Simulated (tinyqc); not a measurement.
Fermi level and growth conditions: formation energy of a charged point defect from supercell energies. Computed by tinyqc, a small Python program. Command: `OMP_NUM_THREADS=1 python tinyqc.py 3012720 3012721 out.jsonl formation walk`. One thread of a shared host (Intel(R) Xeon(R) Processor @ 2.30GHz), about 0.01 s of CPU time with the checks.

The host is a compound AB. Making the defect adds n_A = 0, n_B = -1, n_X = 1 atoms to the cell. All total energies are inputs. E_F is counted from the valence-band maximum (VBM); x = 0 is A-rich and x = 1 B-rich growth.

Inputs (values chosen for the exercise, with gap and screening modelled on GaAs):
```
quantity                      value      unit
gap E_g                         1.4        eV
E_VBM of the host cell        3.349        eV
potential alignment dV         0.08        eV
dielectric constant eps        12.4         -
cell length L                  11.7  angstrom
mu_B of the pure element     -2.346        eV
formation enthalpy dH of AB  -0.998        eV
growth condition x             0.68         -
mu_X of the pure element     -2.835        eV
formation enthalpy of AX       -1.4        eV
```

Defect: impurity X on a B site. Supercell lattice: bcc.

charge states q: 3  2  1  0

E(defect, q) - E(host), in the order of q (eV): -10.74  -6.164  -1.641  2.866

Constants: e^2/(4 pi eps_0) = 14.39964548 eV angstrom.

Method:
- dmu_A = x dH and dmu_B = (1 - x) dH, so that dmu_A + dmu_B = dH; mu = mu(element) + dmu. The impurity is held at its solubility limit: dmu_X = min(0, dH(AX) - dmu_A).
- The reservoir term is sum n_i mu_i.
- Image-charge correction of a point charge in a neutralising background: E_corr = q^2 alpha e^2/(4 pi eps_0) / (2 eps L), alpha = 2.888462 for a bcc array with L the cube root of the volume.
- E_f(q, E_F) = [E(defect, q) - E(host)] - sum n_i mu_i + q (E_VBM + dV + E_F) + E_corr(q).
- Each entry is the lowest E_f over q.

E_f(q, 0) (eV): (q=+3) 1.72810, (q=+2) 2.15838, (q=+1) 2.82234, (q=0) 3.75700

sum n_i mu_i = -0.891 eV

Lowest formation energy (eV):
```
E_F (eV)  stable q  A-rich, x = 0  x = 0.5  B-rich, x = 1
0.000           +3         1.7281   1.7281         1.7281
0.175           +3         2.2531   2.2531         2.2531
0.350           +3         2.7781   2.7781         2.7781
0.525           +2         3.2084   3.2084         3.2084
0.700           +1         3.5223   3.5223         3.5223
0.875           +1         3.6973   3.6973         3.6973
1.050            0         3.7570   3.7570         3.7570
1.225            0         3.7570   3.7570         3.7570
1.400            0         3.7570   3.7570         3.7570
```

The lines end where they began between A-rich and B-rich growth, because the cap on mu_X moves with the host potential. The slope of the envelope is the stable charge, so E_f is highest in the rows from E_F = 1.05 to 1.40 eV, where the neutral state is stable: the defect forms most easily in p-type material. Caution: the largest image-charge correction in these energies, q^2 alpha e^2/(8 pi eps_0 eps L) with alpha = 2.888462, exceeds a quarter of the gap; the point-charge term alone is then a rough estimate, usually too large for a charge that is spread out.

Extremes, crossings and ranges named in words are read from the listed rows.
